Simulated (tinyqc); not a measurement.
From a target wavelength to the width: optical transitions of a finite quantum well. Two cases, with inputs chosen for the exercise.

Problem. Which width puts the e1-hh1 edge, hc/(Eg + e1 + hh1), at the wavelength below?

Each carrier sees a square well of width L with its own depth V and masses m (inside), mb (outside); c = hbar^2/2m0, k = sqrt(m E/c), kappa = sqrt(mb (V - E)/c), and level n solves k L + 2 atan[(k/m)/(kappa/mb)] = n pi. The envelope is cos(kz) for odd n and sin(kz) for even n inside, joins exp(-kappa (|z| - L/2)) outside, and is normalised to 1. Excitons and band mixing are left out.

Constants: hbar^2/2m0 = 3.80998211 eV angstrom^2; hc = 1239.841984 eV nm.

Find: e1 + hh1 needed; L; e1; hh1.

Method. Both confinement energies fall steadily with L, so their sum meets the target once; bisection in L finds it.

Case 1.

Values chosen (near those of an InGaAs well in InAlAs; the results hold for these values, not for the real material): Eg = 0.814 eV (gap of the well); Vc = 0.543 eV (conduction offset); Vv = 0.207 eV (valence offset); me = 0.0398 m0 (electron, well); meb = 0.073 m0 (electron, barrier); mh = 0.392 m0 (heavy hole along z, well); mhb = 0.418 m0 (heavy hole, barrier).

edge wavelength = 1437.216 nm

Solution.

e1 + hh1 needed = 48.7 meV
L = 113.0 angstrom
e1 = 42.7 meV
hh1 = 5.9 meV

Case 2.

Values chosen (near those of an InGaAs well in InAlAs; the results hold for these values, not for the real material): Eg = 0.814 eV (gap of the well); Vc = 0.499 eV (conduction offset); Vv = 0.194 eV (valence offset); me = 0.0415 m0 (electron, well); meb = 0.0752 m0 (electron, barrier); mh = 0.393 m0 (heavy hole along z, well); mhb = 0.426 m0 (heavy hole, barrier).

edge wavelength = 1423.519 nm

Solution.

e1 + hh1 needed = 57.0 meV
L = 99.0 angstrom
e1 = 49.6 meV
hh1 = 7.4 meV

Computed by tinyqc, one run a case: `OMP_NUM_THREADS=1 python tinyqc.py N N+1 out.jsonl` with N = 1250960, 1251170; one thread of a shared Intel(R) Xeon(R) Processor @ 2.30GHz, about 0.3 s a run at most.
